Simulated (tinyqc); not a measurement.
# Inductance and parasitic capacitance from two readings

Inverse problem. A loss-free coil L in parallel with C shows the apparent inductance L/(1 - w^2 L C), w = 2 pi f. Find L, C and the self-resonance 1/(2 pi sqrt(L C)).

apparent inductance at 8.6 and 14 GHz (nH): 2.4594013  4.7831505

Solution. The inverse of the reading is 1/L - w^2 C, a straight line in w^2.

L = 1.90 nH
C = 41.0 fF
self-resonance = 18.0 GHz

tinyqc, about 0.01 s, one thread, Intel Xeon 2.30GHz (shared host): `OMP_NUM_THREADS=1 python tinyqc.py 2302158 2302159 out.jsonl`
